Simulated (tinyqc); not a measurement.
Raman shift of the zone-centre optical phonon of a diamond-structure crystal under stress: one step, computed by the program tinyqc. Command: `OMP_NUM_THREADS=1 python tinyqc.py 3015110 3015111 out.jsonl ramanstress walk`. One thread of a shared host (Intel(R) Xeon(R) Processor @ 2.30GHz), about 0.01 s of CPU time with the checks.

Axes x, y, z are the cube axes. Strain shifts the threefold optical mode and can split it; p, q and r are the phonon deformation potentials.

Problem. Stress and strain tensors. Uniaxial stress along the unit vector n of the axis: sigma_ij = sigma n_i n_j. eps_xx = S11 sigma_xx + S12 (sigma_yy + sigma_zz), and cyclic; eps_xy = S44 sigma_xy/2 (tensor strain).

Inputs (values chosen for the exercise, modelled on germanium): stress sigma (tension positive) = -0.63 GPa.

Stress state: uniaxial. Axis: [110].

S44 = 14.92537 1/TPa

S11 = 9.613649 1/TPa

S12 = -2.609795 1/TPa

Give: stress; strain; volume strain.

Solution.

stress (GPa):
```
        x       y      z
x  -0.315  -0.315  0.000
y  -0.315  -0.315  0.000
z   0.000   0.000  0.000
```

strain (per mille):
```
         x        y       z
x  -2.2062  -2.3507  0.0000
y  -2.3507  -2.2062  0.0000
z   0.0000   0.0000  1.6442
```

volume strain = -2.7683 per mille
